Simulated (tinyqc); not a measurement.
# From mobility along the second direction back to shear deformation potential Xi_u

Model: strain, valley repopulation and piezoresistance in a many-valley conduction band. Computed by tinyqc, a small Python program. Command: `OMP_NUM_THREADS=1 python tinyqc.py 3027167 3027168 out.jsonl valleys inv`. One thread of a shared host (Intel(R) Xeon(R) Processor @ 2.30GHz), about 0.05 s of CPU time with the checks.

Valleys are ellipsoids with mass m_l along the axis a and m_t across it, parabolic, with one constant relaxation time; strain shifts the valleys and leaves the masses alone. Currents are taken along [100], along the load, and along [010], across the load.

Inputs (values chosen for the exercise, modelled on silicon):
```
quantity,value,unit
longitudinal mass m_l,0.942,m_0
transverse mass m_t,0.19,m_0
dilation deformation potential Xi_d,1.1,eV
C11,168,GPa
C12,64.1,GPa
C44,79.2,GPa
stress X (tension positive),120,MPa
electron density n,7.9e+17,1/cm^3
relaxation time tau,390,fs
temperature T,300,K
```

Valley axes: <100> (6 valleys in 3 pairs). Load: uniaxial [100].

Constants: k_B = 8.617333262e-05 eV/K; m_0 = 9.1093837015e-31 kg; k_B = 1.380649e-23 J/K; hbar = 1.054571817e-34 J s; e = 1.602176634e-19 C.

Method:
- Compliances S11 = (C11 + C12)/((C11 - C12)(C11 + 2 C12)), S12 = -C12/((C11 - C12)(C11 + 2 C12)), S44 = 1/C44; stress sigma_ij = X n_i n_j for the unit vector n of the load; e_xx = S11 sigma_xx + S12 (sigma_yy + sigma_zz), e_xy = S44 sigma_xy/2 (tensor strain).
- Herring-Vogt shift of a valley with unit axis a: dE = Xi_d tr(e) + Xi_u a.e.a.
- Each of the 6 valleys holds n_v = N_v (2/sqrt(pi)) F_1/2((E_F - dE_v)/(k_B T)), N_v = 2 (m_d k_B T/(2 pi hbar^2))^(3/2), m_d = (m_l m_t^2)^(1/3); E_F solves sum n_v = n and is counted from the unstrained edge.
- F_j(eta) = int_0^infinity x^j/(1 + exp(x - eta)) dx, without a gamma-function factor. It is evaluated after integrating by parts.
- Integrals over x = E/(k_B T) use 160 Gauss-Legendre points in u = sqrt(x) from 0 to sqrt(max(eta, 0) + 32).
- Mobility tensor mu = e tau sum_v (n_v/n) [1/m_t + (1/m_l - 1/m_t) a a^T]; unstrained mu_0 = e tau (1/m_l + 2/m_t)/3; resistivity along d from the inverse tensor, rho_d = d.mu^-1.d/(n e), mobility along d = 1/(d.mu^-1.d); gauge pi_d = (rho_d/rho_0 - 1)/X.

Problem. A run gave the result below. Find the shear deformation potential Xi_u, known to lie between 5.5 and 17 eV.

mobility along the second direction = 2528.813 cm^2/(V s)

Solution.

Each step takes the trial c = (a f_b - b f_a)/(f_b - f_a), f being the result less the target and a, b, c the logarithms of the listed values; c replaces end b, the old b replaces a if the sign of f changed, and otherwise f_a is halved.

Scan of the range:
```
shear deformation potential Xi_u (eV),mobility along the second direction (cm^2/(V s))
5.50,2574.99
6.64,2560.44
8.01,2543.39
9.67,2523.38
11.70,2499.90
14.10,2473.57
17.00,2443.84
```

False position (Illinois rule, in the logarithm of the input) inside the bracket:
```
step,end a,end b,trial,mobility along the second direction (cm^2/(V s))
1,8.01000,9.67000,9.18767,2529.12
2,9.67000,9.18767,9.21256,2528.82
3,9.67000,9.21256,9.21351,2528.81
4,9.21256,9.21351,9.21304,2528.81
```

Mobility along the second direction falls at every point of a 13-point scan of the range (every second point is shown), so one value fits; it is bracketed by 8.01 and 9.67. Answer: shear deformation potential Xi_u = 9.213 eV.
